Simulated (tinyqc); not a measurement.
# Silicon n-p-n transistor, Gummel numbers and transit times: two studies

One-dimensional n-p-n transistor in the forward active mode at low injection. In the base p(x) = NB exp(-eta x/wb) and ni(x)^2 = ni^2 exp((g0 + g1 x/wb)/Vt); electrons leave the base at vsat; band spikes at the emitter junction and recombination inside the emitter are ignored.

Values chosen for this exercise; band and dielectric values close to those of silicon:
```
symbol,value,unit,meaning
T,250,K,temperature
Eg,1.14,eV,band gap
eps_r,11.7,,relative permittivity
Nc,2.17e19,cm^-3,conduction-band density of states at T
Nv,2.05e19,cm^-3,valence-band density of states at T
vsat,1.01e7,cm/s,saturation velocity
wb,86,nm,neutral base width
NB,3.7e17,cm^-3,base doping at the emitter edge
eta,0,,doping falls as exp(-eta x/wb)
g0,0,eV,gap reduction at the emitter edge of the base
g1,0,eV,further gap reduction across the base (linear)
Dn,7.4,cm^2/s,electron diffusion coefficient in the base
NE,1.9e20,cm^-3,emitter doping
gE,0.094,eV,gap reduction in the emitter (negative: wider gap)
we,210,nm,neutral emitter width
Dp,0.81,cm^2/s,hole diffusion coefficient in the emitter
Se,7e6,cm/s,recombination velocity at the emitter contact
tb,4e-8,s,electron lifetime in the base
NC,2.6e16,cm^-3,collector doping
VCB,0.9,V,collector-base reverse bias
Cj,3.2,fF/um^2,emitter junction capacitance
Rc,27,ohm um^2,emitter plus collector resistance
mp,160,cm^2/(V s),hole mobility in the base
```

Constants: q = 1.602176634e-19 C, kB = 1.380649e-23 J/K, Vt = kB T/q, eps0 = 8.8541878128e-14 F/cm where lengths are in cm. Results are converted to the units shown.

Each table varies one quantity; the others keep the values above.

## Cut-off frequency against collector current

f(x) = p(x) ni^2/ni(x)^2; I(x) = integral from x to wb of f/Dn, plus f(wb)/vsat; base Gummel number GB = I(0); electron density per unit flux n/(J/q) = I/f; base transit time tauB = integral of I/f over the base. ni = sqrt(Nc Nv) exp(-Eg/(2 Vt)), Eg in volts; JC = J0 exp(VBE/Vt), J0 = q ni^2/GB; collector layer one-sided, Wc = sqrt(2 eps0 eps_r (Vbc + VCB)/(q NC)), Vbc = Vt ln(NB exp(-eta) NC/ni^2), Cjc = eps0 eps_r/Wc, tauC = Wc/(2 vsat). Delay 1/(2 pi fT) = tauE + tauB + tauC + tauR with tauE = Vt (Cj + Cjc)/JC and tauR = Rc Cjc. Charge stored in the emitter is left out. The Kirk effect, also left out, sets in near JC = q NC vsat. n(0) = (JC/q) I(0)/f(0).

The same in every row: tauB (ps) = 5.849; tauC (ps) = 1.485; tauR (ps) = 0.009326.

Cut-off frequency against collector current:

| JC (mA/um^2) | VBE (V) | tauE (ps) | fT (GHz) | JC/(q NC vsat) | n(0)/NB |
|---|---|---|---|---|---|
| 0.00078 | 0.8279 | 97.92 | 1.512 | 0.001854 | 0.001659 |
| 0.0016 | 0.8434 | 47.74 | 2.890 | 0.003803 | 0.003404 |
| 0.0033 | 0.8590 | 23.15 | 5.220 | 0.007843 | 0.007021 |
| 0.0067 | 0.8742 | 11.40 | 8.492 | 0.01592 | 0.01425 |
| 0.014 | 0.8901 | 5.456 | 12.44 | 0.03328 | 0.02978 |
| 0.028 | 0.9050 | 2.728 | 15.80 | 0.06655 | 0.05957 |
| 0.056 | 0.9200 | 1.364 | 18.28 | 0.1331 | 0.1191 |
| 0.12 | 0.9364 | 0.6365 | 19.95 | 0.2852 | 0.2553 |
| 0.24 | 0.9513 | 0.3182 | 20.77 | 0.5704 | 0.5106 |

fT rises from 1.51 to 20.8 GHz as the charging time falls as 1/JC; its limit for vanishing tauE is 21.7 GHz, of which the largest delay is tauB (79.7 %). tauE equals the other delays together at JC = 0.0104 mA/um^2. For JC = 0.12, 0.24 the electron density at the emitter edge exceeds a fifth of NB, beyond low injection.

## Effect of the collector doping

ni = sqrt(Nc Nv) exp(-Eg/(2 Vt)), Eg in volts; GE = NE exp(-gE/Vt)(we/Dp + 1/Se); JC = J0 exp(VBE/Vt), J0 = q ni^2/GB; gain limited by back injection GE/GB, by base recombination tb/tauB, together 1/beta = the sum of the inverses; collector layer one-sided, Wc = sqrt(2 eps0 eps_r (Vbc + VCB)/(q NC)), Vbc = Vt ln(p(wb) NC/ni^2), Cjc = eps0 eps_r/Wc; Early voltage VA = GB q p(wb)/(f(wb) Cjc [1/Dn - (eta + g1/Vt)/(wb vsat)]), f(wb) = p(wb) exp(-(g0 + g1)/Vt), p(wb) = NB exp(-eta); tauC = Wc/(2 vsat). Peak fT here means 1/(2 pi (tauB + tauC + Rc Cjc)); base sheet resistance 1/(q mp times the integral of p).

The same in every row: GB (s/cm^4) = 4.666e11; GE/GB = 135.2; tb/tauB = 6839; beta = 132.6; tauB (ps) = 5.849; base sheet resistance (kohm) = 12.26.

Results:

| NC (cm^-3) | VA (V) | tauC (ps) | peak fT (GHz) |
|---|---|---|---|
| 2e15 | 56.86 | 5.271 | 14.31 |
| 3.7e15 | 41.96 | 3.890 | 16.34 |
| 1.3e16 | 22.56 | 2.091 | 20.03 |
| 2.3e16 | 17.02 | 1.577 | 21.41 |
| 4.3e16 | 12.49 | 1.158 | 22.68 |
| 8e16 | 9.192 | 0.8521 | 23.69 |

Estimate the missing row, NC = 6.8e15 cm^-3.

Computed row:

| NC (cm^-3) | VA (V) | tauC (ps) | peak fT (GHz) |
|---|---|---|---|
| 6.8e15 | 31.07 | 2.880 | 18.22 |

With this row back in the table: As NC goes from 2e15 to 8e16, beta stays at 133, VA falls from 56.9 to 9.19 V, the peak fT rises from 14.3 to 23.7 GHz and the base sheet resistance stays at 12.3 kohm. The product beta VA changes by a factor of 0.162. Back injection limits the gain in every row. For NC = 4.3e16, 8e16 the collector doping exceeds a tenth of the base doping at that edge, so the one-sided formulas are rough.

Range of the model: Heavy doping makes emitter or base degenerate; gE and g0 are to be read as apparent gap changes that include this.

Program tinyqc, `OMP_NUM_THREADS=1 python tinyqc.py 2320069 2320070 out.jsonl`; Intel Xeon 2.30GHz, shared host, one thread, about 0.01 s.
